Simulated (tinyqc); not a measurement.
# Hot electrons in a saturated n-channel MOSFET, lucky-electron model: effect of the junction depth

Beyond pinch-off the lateral field grows as Esat cosh(y/l) over the velocity-saturated region (pseudo-two-dimensional model). Impact ionisation in this region gives the substrate current, which biases the body forward through Rsub. Currents are per width. Local-field laws: they overstate ionisation when the field peak is narrower than an energy relaxation length.

Cox = 3.9 eps0/tox, l = sqrt(3 tox xj), Esat = 2 vs/mu. Overdrive g = Vg - VT + kb Vb; Vdsat = g Esat L/(g + Esat L); Id = Cox vs (g - Vdsat); dV = Vd - Id Rd - Vdsat; Em = sqrt((dV/l)^2 + Esat^2); Isub = Id (Ai/Bi) l Em exp(-Bi/Em). Vb = Rsub Isub is solved self-consistently. Lifetime tau = (Hl/Id)(Isub/Id)^(-m); 1 year = 3.15576e7 s.

Parameters, values chosen for the exercise; values close to those of silicon n-channel devices: channel length L = 0.25 um; oxide thickness tox = 5.1 nm; threshold VT = 0.63 V; effective mobility mu = 360 cm^2/(V s); saturation velocity vs = 8.8e6 cm/s; ionisation prefactor Ai = 2e6 1/cm; ionisation field Bi = 1.66 MV/cm; resistance of the lightly doped drain Rd = 700 ohm um; substrate resistance Rsub = 3900 ohm um; fall of VT per volt of forward body bias kb = 0.26; lifetime exponent m = 3.2; lifetime constant Hl = 13000 s uA/um; drain voltage Vd = 1.9 V; gate voltage Vg = 0.9 V.

Constants: eps0 = 8.8541878128e-14 F/cm where lengths are in cm. Results are converted to the units shown.

Effect of the junction depth:

| xj (nm) | Id (uA/um) | Em (MV/cm) | Isub (uA/um) | Isub/Id | tau (years) |
|---|---|---|---|---|---|
| 40 | 30.12 | 0.6705 | 5.063 | 0.1681 | 0.004115 |
| 54 | 29.78 | 0.5781 | 3.376 | 0.1133 | 0.01468 |
| 74 | 29.52 | 0.4948 | 2.068 | 0.07004 | 0.06913 |
| 100 | 29.35 | 0.4266 | 1.204 | 0.04103 | 0.3848 |
| 140 | 29.23 | 0.3616 | 0.5975 | 0.02044 | 3.591 |
| 180 | 29.17 | 0.3197 | 0.3281 | 0.01124 | 24.37 |
| 250 | 29.14 | 0.2726 | 0.1340 | 0.004599 | 426.4 |

As xj goes from 40 to 250 nm, Em falls from 0.671 to 0.273 MV/cm, Isub falls from 5.06 to 0.134 uA/um and tau rises from 0.00411 to 426 years. From the first row to the last, log10(tau) changes by 5.0: 5.0 from (Isub/Id)^(-m), which holds Em and l, and 0.014 from 1/Id. For xj = 40 to 54 nm Isub/Id passes 0.1, where multiplication of the secondary carriers, left out here, counts.

Computed by the program tinyqc: `OMP_NUM_THREADS=1 python tinyqc.py 2550116 2550117 out.jsonl`, one thread of a shared Intel Xeon 2.30GHz, about 0.01 s for the whole run.
